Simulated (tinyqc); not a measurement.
Inside a calculation: heavy doping: gap narrowing, degeneracy and the minority density. Values are carried at full precision from step to step, so a last printed digit may differ when a step is redone from the rounded ones.

Empirical narrowing (Slotboom form, constants chosen for the exercise; published fits of this form give the apparent narrowing, here it is taken as the true one): dEg = E0 [ln(N/N0) + sqrt(ln(N/N0)^2 + C)].

Constants: kB = 8.617333262e-05 eV/K; e^2/(4 pi eps0) = 14.39964547 eV angstrom.

Parameters, chosen for this exercise (gap and densities of states near those of Si at this temperature; narrowing constants near the fits for Si; not measured data):
- N = 1.4e+19 1/cm^3 (ionised acceptors, equal to the majority density)
- E0 = 6.86 meV (narrowing scale)
- N0 = 9.9e+16 1/cm^3 (onset density)
- C = 0.5 (smoothing constant)
- Nv = 1.14e+19 1/cm^3 (valence-band density of states)
- Eg = 1.117 eV (gap)
- Nc = 2.71e+19 1/cm^3 (conduction-band density of states)
- T = 300 K
- eps = 11.8 (dielectric constant)
- Mv = 1 (majority valleys)

## Gap narrowing

Evaluate at N.

ln(N/N0) = 4.9517
dEg (empirical fit) = 68.28 meV

Well above N0 each decade of doping adds 2 E0 ln 10 = 31.6 meV.

## Degeneracy of the majority band

F_j(eta) = (1/Gamma(j + 1)) integral_0^infinity x^j dx/(1 + exp(x - eta)), which tends to exp(eta) for eta << 0.

Majority: N = Nv F_1/2(eta), eta the distance of EF beyond the majority band edge in kT. Degeneracy factor gam = F_1/2(eta)/exp(eta). ni0^2 = Nc Nv exp(-Eg/kT); product n p = ni0^2 gam exp(dEg/kT), dEg the true narrowing; apparent narrowing dEa = dEg + kT ln gam; minority density = n p/N.

Solve for eta and form gam.

N/Nv = 1.228
eta = 0.6324
gam = 0.6525

## Product and minority density

Combine both effects.

ni0 = 7.29e+09 1/cm^3
exp(dEg/kT) = 14.0
dEa = 57.2 meV
sqrt(n p) = 2.20e+10 1/cm^3
minority density = 34.7 1/cm^3

Narrowing multiplies the product by 14 and degeneracy by 0.652; together they change the minority density by a factor 9.15 against ni0^2/N.

## Two estimates of the size

Two physical estimates, e2 = e^2/(4 pi eps0), N in 1/angstrom^3: exchange shift at the Fermi level, Ex = (e2/eps) kF/pi with kF = (3 pi^2 N/Mv)^(1/3); screened-pair energy (Lanyon-Tuft), Es = (3/4)(e2/eps) qs with qs^2 = (4 pi e2 N/(eps kT)) F_-1/2(eta)/F_1/2(eta).

Evaluate both at N.

kF = 0.07456 1/angstrom
Ex = 28.96 meV
Es = 69.99 meV

Against the fitted dEg = 68.3 meV, Ex is 0.42 and Es 1.03 times as large; each keeps one mechanism only, and Ex assumes a strongly degenerate gas, while here eta is only 0.63.

## Checks

- Minority density against the Boltzmann occupation of the other band at the narrowed gap (1/cm^3): both 34.72.

Program tinyqc; command `OMP_NUM_THREADS=1 python tinyqc.py 1681116 1681117 out.jsonl`; about 0.01 s on one thread of a shared Intel(R) Xeon(R) Processor @ 2.30GHz.
